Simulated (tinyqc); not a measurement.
What each parameter does: inter-valley coupling by envelope functions against a chain of atomic planes.

Chain: E(phi) = e0 + 2 v cos(phi) + 2 u cos(2 phi), cos(phi0) = -v/(4u), e0 = 2u + v^2/(4u); plane j = 0, 1, ... has the potential V_j = dE x_j + F (j - 30) a/4 (1 MV/m = 1e-4 V/angstrom). There are 30 barrier planes a side; with y = j - 29.5, x_j = xb (f(y) + f(Nw - y)), f(y) = 1/(1 + exp(y/L)), plus any Ge added in the well. The valley splitting is the spacing of the two lowest levels. Envelope theory: F_j solves a one-valley chain with hopping -b and diagonal 2b + V_j, b = 4u sin^2(phi0), sum F_j^2 = 1; the valleys couple by Dv = sum_j F_j^2 V_j exp(-2 i phi0 j) and split by 2|Dv|.

Inputs chosen for the exercise (near those of the Delta valleys of silicon in a SiGe well; the results hold for these values, not for the real material):
- a = 5.431 angstrom (lattice constant; planes lie a/4 apart)
- u = 0.609 eV (second-neighbour hopping)
- v = 0.626 eV (nearest hopping)
- Nw = 51 (planes in the well)
- L = 1.25 planes (interface width)
- xb = 0.33 (Ge fraction of the barriers)
- dE = 0.58 eV (offset per unit Ge fraction)
- F = 5 MV/m (field)
- js = 49 (plane j of a Ge spike (the well starts at j = 30))
- xs = 0.11 (Ge fraction added on that plane)

Chain with the spike on plane js.

One parameter was then changed.

Results before and after:
```
case     level (meV)  splitting (micro-eV)
base          24.275                4395.9
changed       23.978                4248.7
```

Which of these changes was made? (a) xb = 0.38; (b) js = 52; (c) xs = 0.143; (d) F = 7 MV/m; (e) L = 1.75 planes; (f) Nw = 57; (g) dE = 0.638 eV.

Answer: (f) Nw = 57. Of the candidates, run in turn, only this one gives the changed row.

All candidates:
```
case             level (meV)  splitting (micro-eV)
base                  24.275                4395.9
Nw = 57               23.978                4248.7
L = 1.75 planes       25.037                4508.3
xb = 0.38             24.558                4449.7
dE = 0.638 eV         24.656                4809.0
F = 7 MV/m            29.192                4414.7
js = 52               24.032                3907.5
xs = 0.143            24.819                5482.8
```

Run: tinyqc, `OMP_NUM_THREADS=1 python tinyqc.py 1481226 1481227 out.jsonl`; Intel(R) Xeon(R) Processor @ 2.30GHz, one thread, shared host; about 0.05 s of CPU time with all checks.
